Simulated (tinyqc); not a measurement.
Electromigration in a confined line: Blech product, Korhonen stress evolution and Black's law. Changing the current density j. Computed by tinyqc, a small Python program. Command: `OMP_NUM_THREADS=1 python tinyqc.py 3029249 3029250 out.jsonl emigr sweep`. One thread of a shared host (Intel(R) Xeon(R) Processor @ 2.30GHz), about 0.01 s of CPU time with the checks.

The electron wind pushes atoms from the cathode (x = 0) to the anode (x = L); blocking ends build a back stress (tension positive). The input rho is taken not to change with temperature. d sigma/dt = d/dx [kappa (d sigma/dx + G)], with zero flux at both ends and sigma = 0 at t = 0.

Inputs (values chosen for the exercise, close to those used for aluminium lines): resistivity rho = 3.44 micro-ohm cm; atomic volume Omega = 16.6 angstrom^3; effective charge number Z* = 6.2; prefactor D0 = 1.2e-07 m^2/s; activation energy E = 0.721 eV; effective modulus B = 48 GPa; critical stress sigma_c = 510 MPa; line length L = 120 um; test temperature T = 220 C.

Start: stress-free.

Constants: e = 1.602176634e-19 C; k_B = 8.617333262e-05 eV/K; k_B = 1.380649e-23 J/K.

Method:
- G = Z* e rho j/Omega; D = D0 exp(-E/(k_B T)); kappa = D B Omega/(k_B T); drift velocity of an unconfined line v = D Z* e rho j/(k_B T). SI: 1 micro-ohm cm = 1e-8 ohm m, 1 MA/cm^2 = 1e10 A/m^2.
- Temperatures in kelvin are T(C) + 273.15.
- At steady state sigma(x) = G (L/2 - x). A void forms only if the cathode stress reaches sigma_c, that is if j L exceeds (j L)_c = 2 Omega (sigma_c)/(Z* e rho). Time scale tau = L^2/kappa.
- sigma(x, t) = G L [1/2 - x/L - 4 sum_(m odd) cos(m pi x/L) exp(-m^2 pi^2 s)/(m pi)^2], s = t/tau, summed to m = 399.
- Solve sigma(0, t) = sigma_c for s; the semi-infinite estimate is t = (pi/kappa) ((sigma_c)/(2 G))^2.

One run for each value; columns: (1) current density j (MA/cm^2); (2) nucleation time (h); (3) semi-infinite estimate (h); (4) steady cathode stress (MPa); (5) drift velocity (nm/h):
```
(1)           (2)         (3)    (4)     (5)
0.57   7.2707e-01  6.8535e-01    704   529.2
0.82   3.3186e-01  3.3116e-01   1013   761.4
1.20   1.5463e-01  1.5463e-01   1482  1114.2
1.70   7.7048e-02  7.7048e-02   2100  1578.4
2.40   3.8658e-02  3.8658e-02   2964  2228.4
3.40   1.9262e-02  1.9262e-02   4199  3156.9
4.90   9.2740e-03  9.2740e-03   6052  4549.6
7.00   4.5443e-03  4.5443e-03   8646  6499.4
10.00  2.2267e-03  2.2267e-03  12351  9284.9
```

What does the table show, and why?

Over the rows, nucleation time (h) falls from 0.727 to 0.00223 (exponent d ln y / d ln x -2.2 between the first rows and -2.0 between the last). At the high end the exponent of nucleation time is -2.00, close to -2: nucleation in a long line: the stress grows as j sqrt(t). The apparent current exponent -d ln t/d ln j is 2.16 in the first rows; values above 2 come from the back stress near the critical product, below which no void forms and no time is defined. Left out: 0.400 (a listed quantity is not defined there).

Caution (all rows): a steady stress above sigma_c is formal, since a void forms first.
